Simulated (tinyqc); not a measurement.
Sharp and graded interfaces: valley splitting in a one-orbital chain of atomic planes (second-neighbour model).

Each (001) plane carries one orbital with energy e0, hopping v to the next plane and u to the second: E(phi) = e0 + 2 v cos(phi) + 2 u cos(2 phi), where phi = pi - k a/4 (the sign of every second orbital is chosen so that v > 0, which shifts the phase by pi). The minimum lies at cos(phi0) = -v/(4u), phi0 = pi - (pi/2) k0 for a valley at k0 (2 pi/a), and e0 puts it at zero. A slab of N planes has hard walls: the matrix simply ends.

A well of Nw planes between barriers of 40 planes each (as of a SiGe alloy, taken as an offset alone). With x = j - 39.5 for plane j = 0, 1, ..., the potential is V0 (f(x) + f(Nw - x)) + F (j - 40) a/4, f(y) = 1/(1 + exp(y/L)), a step for L = 0; L is in planes, 4 L is about the distance over which f goes from 0.88 to 0.12, and 1 MV/m = 1e-4 V/angstrom.

Inputs chosen for the exercise (near those of the Delta valleys of silicon; abrupt walls in this chain split the valleys several times more than measured wells; shifted at random, so the results belong to these values and not to a real crystal):
- a = 5.431 angstrom (lattice constant; planes lie a/4 apart)
- V0 = 0.25 eV (barrier height)
- F = 2 MV/m (field)
- Nw = 76 (planes in the well)

u = 0.581343 eV
v = 0.542847 eV
e0 = 1.289411 eV

The lowest doublet for several interface widths L.

Doublet:

| L (planes) | 4 L (angstrom) | mean level (meV) | splitting (micro-eV) |
|---|---|---|---|
| 0.00 | 0.00 | 11.82 | 289.41 |
| 0.25 | 1.36 | 11.87 | 143.69 |
| 0.50 | 2.72 | 11.93 | 24.06 |
| 0.75 | 4.07 | 12.01 | 4.48 |
| 1.00 | 5.43 | 12.12 | 0.84 |
| 1.50 | 8.15 | 12.39 | 0.02 |
| 2.00 | 10.86 | 12.74 | 0.00 |

The mean level moves by +0.9 meV over the table, while the splitting falls from 289.4 micro-eV at a step to 0.84 at L = 1 plane, a factor 343. Coupling the valleys needs the Fourier component of the potential at twice the valley wave vector, a period of a few planes, and grading removes it. Random alloy disorder, left out here, sets the splitting once this part is gone.

Program tinyqc; command `OMP_NUM_THREADS=1 python tinyqc.py 1480036 1480037 out.jsonl`; about 0.02 s on one thread of a shared Intel(R) Xeon(R) Processor @ 2.30GHz.
